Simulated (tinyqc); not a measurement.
Van der Pauw, Hall and four-point-probe measurements on a doped layer: one step of the calculation.

A uniform p-type layer with sheet resistance Rs = 1/(q ns mu), point contacts, low field (mu B small).

Question. Resistances and Hall voltage. Rs = 1/(q ns mu). For a rectangle with contacts at the corners, RA = (8 Rs/pi) sum_(k>=0) ln coth((2k + 1) pi a/(2 b)) with current along a short side b and voltage along the opposite one, RB the same with a and b exchanged; Hall voltage VH = rH B I/(q ns), negative for electrons.

Values chosen for this exercise:
```
symbol,value,unit,meaning
ns,4.2e15,cm^-2,sheet density of the layer
mu,45,cm^2/(V s),drift mobility
rH,1.1,,Hall factor
B,0.3,T,magnetic field
I,50,uA,current
ar,1.67,,side ratio a/b of a rectangular sample with corner contacts
```

Constants: q = 1.602176634e-19 C. Results are converted to the units shown.

Find: Rs; RA; RB; VH.

Answer.

Rs = 33.024 ohm/square
RA = 0.88574 ohm
RB = 26.444 ohm
VH = 0.0024520 mV

RB/RA = 29.9; for a square both equal Rs ln 2/pi = 7.29 ohm.

tinyqc, about 0.08 s, one thread, Intel Xeon 2.30GHz (shared host): `OMP_NUM_THREADS=1 python tinyqc.py 2850161 2850162 out.jsonl`
